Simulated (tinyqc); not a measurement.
MOS capacitor on a p-type substrate, surface potential from the exact charge relation: one step of the calculation.

Uniform p-type substrate, Boltzmann statistics, full ionisation, classical densities. psi is the surface potential against the body (positive when the bands bend down) and u = psi/Vt. Traps are spread evenly over the gap and neutral at flat band, so their charge is -q Dit psi; the minority quasi-Fermi level is shifted by Vb.

Question. Flat band, threshold and scales. ni = sqrt(Nc Nv) exp(-Eg/(2 Vt)), Eg in volts; phiF = Vt ln(N/ni); Cox = eps0 eox/tox; Vfb = phiM - chi - (Eg - Vt ln(Nv/N)) - q Nf/Cox; Q0 = sqrt(2 eps0 eps_r q N Vt); r = (ni/N)^2 exp(-Vb/Vt); VT = Vfb + [(2 phiF + Vb)(1 + q Dit/Cox) + sqrt(2 eps0 eps_r q N (2 phiF + Vb))/Cox].

Parameters, values chosen for the exercise; band and dielectric values close to those of silicon: temperature T = 293 K; band gap Eg = 1.13 eV; relative permittivity eps_r = 11.6; conduction-band density of states at T Nc = 2.68e19 cm^-3; valence-band density of states at T Nv = 2.54e19 cm^-3; electron affinity chi = 4.13 eV; acceptor density of the substrate N = 1.2e17 cm^-3; relative permittivity of the gate insulator (close to silicon nitride) eox = 7.47; insulator thickness tox = 11 nm; gate work function phiM = 4.59 eV; fixed charge at the interface, in units of q Nf = -1.1e10 cm^-2; density of interface traps Dit = 1.5e11 cm^-2 eV^-1; reverse bias of the inversion layer against the body Vb = 0 V.

Constants: q = 1.602176634e-19 C, kB = 1.380649e-23 J/K, Vt = kB T/q, eps0 = 8.8541878128e-14 F/cm where lengths are in cm. Results are converted to the units shown.

Wanted: ni; phiF; Cox; Vfb; Q0; r; VT.

Answer.

ni = 4.9905e9 cm^-3
phiF = 0.42912 V
Cox = 0.60128 uF/cm^2
Vfb = -0.53186 V
Q0 = 31.578 nC/cm^2
r = 1.7295e-15
VT = 0.66686 V

tinyqc, about 0.01 s, one thread, Intel Xeon 2.30GHz (shared host): `OMP_NUM_THREADS=1 python tinyqc.py 2060158 2060159 out.jsonl`
